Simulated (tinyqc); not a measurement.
# Electron mobility in a silicon inversion layer, empirical terms and Matthiessen rule: what changes with what

Inversion layer of sheet density Ns on a uniformly doped body, under a high-permittivity gate with an interlayer. The mobility terms are empirical power laws with prefactors chosen for the exercise; adding their inverses (Matthiessen) is itself an approximation.

Inputs (values chosen for the exercise); material values close to those of silicon:
- T = 300 K (temperature)
- Eg = 1.11 eV (band gap)
- eps_r = 11.7 (relative permittivity of the semiconductor)
- Nc = 2.76e19 cm^-3 (conduction-band density of states at T)
- Nv = 2.61e19 cm^-3 (valence-band density of states at T)
- Nb = 8.1e16 cm^-3 (body doping)
- Vsb = 0 V (reverse body bias)
- eta = 0.5 (weight of the inversion charge in the effective field)
- Ap = 409 cm^2/(V s) (phonon-limited mobility at 1 MV/cm and 300 K)
- As = 990 cm^2/(V s) (roughness-limited mobility at 1 MV/cm)
- gs = 2 (exponent of the roughness term)
- Ac = 2600 cm^2/(V s) (Coulomb prefactor)
- Nit = 2.2e11 cm^-2 (charge at the interface)
- Ar = 390 cm^2/(V s) (remote-phonon mobility without interlayer)
- ti = 0.8 nm (interlayer thickness)
- lr = 0.7 nm (decay length of remote phonons)
- Ns = 4.9e12 cm^-2 (inversion density)

Constants: q = 1.602176634e-19 C, kB = 1.380649e-23 J/K, Vt = kB T/q, eps0 = 8.8541878128e-14 F/cm where lengths are in cm. Results are converted to the units shown.

Each table varies one quantity; the others keep the values above.

## Effect of the body doping

ni = sqrt(Nc Nv) exp(-Eg/(2 Vt)), Eg in volts; Ndep = sqrt(2 eps0 eps_r Nb (2 Vt ln(Nb/ni) + Vsb)/q); E = q (Ndep + eta Ns)/(eps0 eps_r), in MV/cm. With t = T/(300 K): muC = Ac (Ns/1e12 cm^-2) t/(Nb/1e17 cm^-3 + Nit/1e11 cm^-2), muP = Ap E^(-1/3) t^(-1.75), muS = As E^(-gs), muR = Ar exp(2 ti/lr)/t; 1/mu is the sum of the inverses.

The same in every row: muR (cm^2/(V s)) = 3835.

Effect of the body doping:
```
Nb (cm^-3)  E (MV/cm)  muC (cm^2/(V s))  muP (cm^2/(V s))  muS (cm^2/(V s))  mu (cm^2/(V s))
2e16           0.4465              5308             535.1              4967            397.0
4.4e16         0.4818              4826             521.7              4264            381.8
9.7e16         0.5357              4019             503.6              3450            359.0
2.1e17         0.6152              2963             480.9              2616            326.8
4.7e17         0.7408              1846             452.0              1804            280.2
1e18           0.9181              1044             420.8              1174            224.9
2.3e18          1.215             505.6             383.3             670.4            157.7
5e18            1.637             244.1             347.0             369.5            100.5
```

Read the table: what changes, and by how much?

As Nb goes from 2e16 to 5e18 cm^-3, E rises from 0.446 to 1.64 MV/cm and mu falls from 397 to 101 cm^2/(V s). The smallest term is the phonon one in the first row and the Coulomb one in the last. At Nb = 5e18 cm^-3 E passes 1.5 MV/cm, beyond the usual range of such laws.

## Effect of the reverse body bias

Same model as above.

The same in every row: muC (cm^2/(V s)) = 4233; muR (cm^2/(V s)) = 3835.

Results:
```
Vsb (V)  E (MV/cm)  muP (cm^2/(V s))  muS (cm^2/(V s))  mu (cm^2/(V s))
0           0.5214             508.2              3642            365.0
0.4         0.5530             498.3              3237            355.5
1.2         0.6033             484.0              2720            341.2
1.6         0.6246             478.5              2537            335.4
2           0.6443             473.6              2385            330.3
2.4         0.6625             469.2              2256            325.5
```

Estimate the missing row, Vsb = 0.8 V.

Computed row:
```
Vsb (V)  E (MV/cm)  muP (cm^2/(V s))  muS (cm^2/(V s))  mu (cm^2/(V s))
0.8         0.5798             490.5              2945            347.8
```

With this row back in the table: As Vsb goes from 0 to 2.4 V, E rises from 0.521 to 0.663 MV/cm and mu falls from 365 to 326 cm^2/(V s). The phonon term is the smallest in the first and the last row.

## Universality: two dopings at the same effective field

Same model as above.

For each E, Ns is chosen to give that field on bodies with Nb = 1e16 and 8.1e16 cm^-3; the last column leaves out muC.

Results:
columns A: E (MV/cm); B: Ns, light body (cm^-2); C: mu, light (cm^2/(V s)); D: Ns, heavy body (cm^-2); E: mu, heavy (cm^2/(V s)); F: without muC (cm^2/(V s))
```
A             B      C         D      E      F
0.151  1.350e12  446.2  1.105e11  82.91  630.6
0.208  2.087e12  459.4  8.476e11  320.6  570.4
0.392  4.467e12  416.1  3.227e12  390.0  453.4
0.539  6.368e12  372.7  5.128e12  361.0  393.1
0.741  8.980e12  319.9  7.740e12  314.7  330.3
1.02   1.259e13  260.2  1.135e13  258.1  265.1
1.4    1.750e13  199.0  1.626e13  198.1  201.0
```

Estimate the missing row, E = 0.285 MV/cm.

Computed row:
columns A: E (MV/cm); B: Ns, light body (cm^-2); C: mu, light (cm^2/(V s)); D: Ns, heavy body (cm^-2); E: mu, heavy (cm^2/(V s)); F: without muC (cm^2/(V s))
```
A             B      C         D      E      F
0.285  3.083e12  446.7  1.843e12  387.6  512.3
```

With this row back in the table: The heavily doped body has 0.186 of the mobility of the light one in the first row and 0.996 in the last; there they lie 1.4 % below and 1.0 % below the curve without Coulomb scattering, which depends on E alone. The heavy body leaves that curve at low E because its field comes mostly from depletion charge and few carriers screen.

tinyqc, about 0.01 s, one thread, Intel Xeon 2.30GHz (shared host): `OMP_NUM_THREADS=1 python tinyqc.py 2510163 2510164 out.jsonl`
